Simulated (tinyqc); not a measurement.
Surface potential of a MOS transistor: implicit equation and explicit approximations: two steps of the calculation.

p-type body, charge-sheet picture, depletion and inversion only, full ionisation (an idealisation for deep acceptors), Boltzmann statistics (rough once Na exp(x - xn) passes about Nc/7). In units of Vt: xg = (Vg - Vfb)/Vt, x = psi/Vt, G = gamma/sqrt(Vt), xn = (2 phiF + Vc)/Vt. The implicit equation is (xg - x)^2 = G^2 [x - 1 + exp(x - xn)] for x above about 3. Cox = eps0 eox/tox.

Parameters, values chosen for the exercise; band and dielectric values close to those of silicon: temperature T = 400 K; band gap Eg = 1.12 eV; relative permittivity eps_r = 11.6; conduction-band density of states at T Nc = 4.33e19 cm^-3; valence-band density of states at T Nv = 4.1e19 cm^-3; relative permittivity of the gate insulator (close to silicon dioxide) eox = 3.9; insulator thickness tox = 4.6 nm; acceptor density Na = 7.8e16 cm^-3; flat-band voltage Vfb = -0.56 V; channel-body voltage Vc = 0 V; gate-body voltage Vg = 0.34 V.

Constants: q = 1.602176634e-19 C, kB = 1.380649e-23 J/K, Vt = kB T/q, eps0 = 8.8541878128e-14 F/cm where lengths are in cm. Results are converted to the units shown.

Question 1. Scales. ni = sqrt(Nc Nv) exp(-Eg/(2 Vt)), Eg in volts; phiF = Vt ln(Na/ni); gamma = sqrt(2 q eps0 eps_r Na)/Cox; VT = Vfb + Vt (xn + G sqrt(xn - 1)).

Find: phiF; gamma; G; xn; VT; xg.

Answer 1.

phiF = 0.3431 V
gamma = 0.2134 V^0.5
G = 1.150
xn = 19.91
VT = 0.2986 V
xg = 26.11

Question 2. Potential, charges and gate control. psi = Vt x; N_dep = Cox Vt G sqrt(x - 1)/q; N_inv = (Cox Vt G/q) [sqrt(x - 1 + exp(x - xn)) - sqrt(x - 1)]; dpsi/dVg = 1/[1 + G^2 (1 + exp(x - xn))/(2 (xg - x))].

converged x = 20.721179
G = 1.1496057
xn = 19.908833
xg = 26.110166

Give: psi; N_dep; N_inv; dpsi/dVg.

Answer 2.

psi = 0.7142 V
N_dep = 8.245e11 cm^-2
N_inv = 4.583e10 cm^-2
dpsi/dVg = 0.7148

psi lies 0.81 Vt above 2 phiF + Vc.

Computed by the program tinyqc: `OMP_NUM_THREADS=1 python tinyqc.py 2122014 2122015 out.jsonl`, one thread of a shared Intel Xeon 2.30GHz, about 0.01 s for the whole run.
